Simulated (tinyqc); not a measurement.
Small-signal admittance of a forward-biased p+-n diode: one step of the calculation.

Holes injected into a neutral base of width wb with an ohmic contact at its end; low injection, p0 far above the equilibrium density. A small voltage v exp(i w t), w = 2 pi f, modulates the edge density by p0 v/Vt, and the small-signal density obeys Dp d2p/dx2 = (1/tau + i w) p.

Question. The same by finite differences. 6 equal intervals, h = wb/6; u = small-signal density over its edge value, u_0 = 1, u_6 = 0; u_(i-1) + b u_i + u_(i+1) = 0 with b = -2 - h^2 (1/tau + i w)/Dp; Y = (q Dp p0/(Vt h)) (-b/2 - u_1), which includes the half box at the edge.

Parameters, values chosen for the exercise; permittivity close to that of silicon: temperature T = 275 K; hole diffusion coefficient Dp = 9.4 cm^2/s; hole lifetime tau = 1e-8 s; width of the neutral base wb = 9.8 um; excess hole density at the junction edge p0 = 4.8e12 cm^-3; signal frequency f = 1.5e6 Hz.

Constants: q = 1.602176634e-19 C, kB = 1.380649e-23 J/K, Vt = kB T/q. Results are converted to the units shown.

Wanted: b; u; Y on the mesh.

Answer.

b = -2.2838-0.0267i
u, node 1 to 5: 0.58814-0.01383i  0.34357-0.01585i  0.19692-0.01318i  0.10652-0.00898i  0.04659-0.00448i
Y on the mesh = 1.0342+0.0508i S/cm^2

Program tinyqc, `OMP_NUM_THREADS=1 python tinyqc.py 2890119 2890120 out.jsonl`; Intel Xeon 2.30GHz, shared host, one thread, about 0.01 s.
